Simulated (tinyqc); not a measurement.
Worked calculation: Weaire-Thorpe hybrids on a Bethe lattice: gap and dangling bond of an amorphous tetrahedral solid. Values are carried at full precision from step to step, so a last printed digit may differ when a step is redone from the rounded ones.

Four sp3 hybrids an atom at energy 0, coupled by -V1 on the atom and by -V2 along a bond; the bonds form a tree (no rings). For any network the gap runs at least from -V2 + V1 to V2 - 3 V1, and p-like states pile up at -V2 + V1 and V2 + V1. On the tree the gap is wider: it ends at Ec = -V1 + sqrt(V2^2 + 4 V1^2 - 2 sqrt3 V1 V2), which makes it well wider than the gaps of the real glasses. A branch seen from a hybrid has the self-energy S = V2^2 g, where g is the Green function of the hybrid across the bond, whose three partners carry S themselves. With a = z - V1, b = a - S: g = 1/(a + V1 b/(b + 3 V1)), z = E + i eta. A full atom has G = (1/b)(b + 3 V1)/(b + 4 V1) per hybrid; a dangling hybrid with shift dh has G = 1/(1/g - dh).

Values chosen for the exercise (of the size of tabulated hybrid energies for amorphous germanium; the results hold for these values, not for the real material):

| symbol | value | unit | meaning |
|---|---|---|---|
| V1 | 1.87 | eV | coupling of two hybrids on one atom |
| V2 | 4.24 | eV | coupling of the two hybrids of a bond |
| E | -0.29 | eV | energy |
| eta | 0.03 | eV | broadening |
| dh | -1.11 | eV | shift of the dangling hybrid (rehybridisation) |

## Edges

Bounds -V2 + V1 and V2 - 3 V1. On the tree the s-like bands are narrower: E = -V1 -/+ sqrt(V2^2 + 4 V1^2 + V1 V2 e) with e from -2 sqrt3 to 2 sqrt3 (for a crystal, -4 to 4), so the conduction edge is -V1 + sqrt(V2^2 + 4 V1^2 - 2 sqrt3 V1 V2).

edges (eV): Ev -2.3700, Ec(bound) -1.3700, Ec(tree) 0.2511

gaps (eV): (bound, reached in the crystal) 1.0000, (tree) 2.6211

The gap needs no periodicity, only V2 > 2 V1 (here V2/V1 = 2.267); leaving out rings widens it by 1.621 eV. Two parameters give the trend, not the value.

## The self-energy at one energy

S = V2^2 g is a quadratic A S^2 + B S + C = 0 with A = a + V1, B = -(a (a + 4 V1) + V2^2), C = V2^2 (a + 3 V1), a = z - V1. Of the two roots take the one with Im S < 0 (if both qualify, the decaying one, with the smaller |V1 V2 g/(b + 3 V1)|).

A, B, C: -0.2900+0.0300i  -6.4855-0.0948i  62.0227+0.5393i

roots (eV): 7.2238+0.1330i  -29.3173-2.7454i

S = -29.3173-2.7454i eV

## Densities at that energy

With z = E + i eta, b = z - V1 - S: full atom G = (b + 3 V1)/(b (b + 4 V1)); g = S/V2^2; dangling hybrid 1/(1/g - dh); densities -Im G/pi.

G (1/eV): (bulk) 0.0345-0.0034i, (dangling with dh = 0) -1.6308-0.1527i, (dangling with dh) 1.9663-0.2229i
densities (1/eV): (bulk) 0.0011, (dangling with dh = 0) 0.0486, (dangling with dh) 0.0710

## The dangling-bond level

For eta = 0 the level solves 1/g(E) = dh inside the gap (bisection); its weight on the dangling hybrid is 1/(d(1/g)/dE), by central differences with step 1e-5 eV.

level = -0.5683 eV
above Ev = 1.8017 eV
weight on the dangling hybrid = 0.576

The level lies at 69 % of the gap of the tree; 42 % of it spreads over the back bonds.

## Checks

- Conduction edge from the formula against the zero of the discriminant: both 0.251092.
- S from the quadratic against damped iteration of S = V2^2 g: both -29.31731.

tinyqc: `OMP_NUM_THREADS=1 python tinyqc.py 1481656 1481657 out.jsonl`; about 0.06 s, one thread, shared Intel(R) Xeon(R) Processor @ 2.30GHz.
